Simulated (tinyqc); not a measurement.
Rigid-ion and shell models of the dielectric response of an ionic crystal: one step, computed by the program tinyqc. Command: `OMP_NUM_THREADS=1 python tinyqc.py 3025496 3025497 out.jsonl shell walk`. One thread of a shared host (Intel(R) Xeon(R) Processor @ 2.30GHz), about 0.01 s of CPU time with the checks.

Charges +Z and -Z; 8 nearest neighbours, Madelung constant M = 1.762675, volume per ion pair Omega = 1.539601 d^3. Energy per pair U = -M Z^2 e2/d + 8 A exp(-d/rho), e2 = e^2/(4 pi eps_0). In the shell model the anion is a core of charge Y - Z and a massless shell of charge -Y, joined by the spring k; the repulsion acts on the shell. Each ion feels the Lorentz field E + (4 pi/3) P (Gaussian units).

Task: Shell model: lattice response. mu lambda_TO = R' - (4 pi e2/(3 Omega)) Z_S^2/(1 - b); mu lambda_LO = mu lambda_TO + 4 pi e2 Z*^2/(eps_inf Omega); eps_s = eps_inf lambda_LO/lambda_TO. lambda in eV/(angstrom^2 u) gives the wavenumber 15.6333042 x 33.35640952 x sqrt(lambda); mu is the reduced mass.

Inputs (values chosen for the exercise, for a model crystal): cation mass = 55.6 u; anion mass = 19 u.

Structure: caesium chloride.

anion polarisability alpha_- = 2.533621 angstrom^3

Szigeti charge Z_S = 0.8240289 e

softened spring R' = 3.224411 eV/angstrom^2

b = 0.4178956

eps_inf = 3.153714

Born charge Z* = 1.415603 e

volume Omega = 29.30501 angstrom^3

Constants: e^2/(4 pi eps_0) = 14.39964548 eV angstrom; nu for 1 eV/(angstrom^2 u) = 15.6333042 THz; 1 THz = 33.35640952 1/cm.

Give: mu lambda_TO; omega_TO; omega_LO; eps_s; share of R' left after the dipole term.

Result:

mu lambda_TO = 0.8235 eV/angstrom^2

omega_TO = 125.7 1/cm

omega_LO = 301.9 1/cm

eps_s = 18.18

share of R' left after the dipole term = 0.2554

The dipole field cancels 74 % of the short-range spring: a soft TO mode and a high static constant go together.
